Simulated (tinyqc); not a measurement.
## Polarisation charge from two barrier thicknesses

Problem. Voff = phiB - dEc - q sigma d/(eps0 eb). Find sigma, phiB - dEc and the thickness at which Voff = 0.

Constants: q = 1.602176634e-19 C, eps0 = 8.8541878128e-14 F/cm where lengths are in cm. Results are converted to the units shown.

Voff at d = 15 and 31 nm (V): [-3.1168795, -7.2257643]
eb = 9.155

Answer. Voff is a straight line in d: its slope is -q sigma/(eps0 eb) and its intercept phiB - dEc.

sigma = 1.299e13 cm^-2
phiB - dEc = 0.7352 V
thickness for Voff = 0 = 2.863 nm

tinyqc, about 0.01 s, one thread, Intel Xeon 2.30GHz (shared host): `OMP_NUM_THREADS=1 python tinyqc.py 2180007 2180008 out.jsonl`
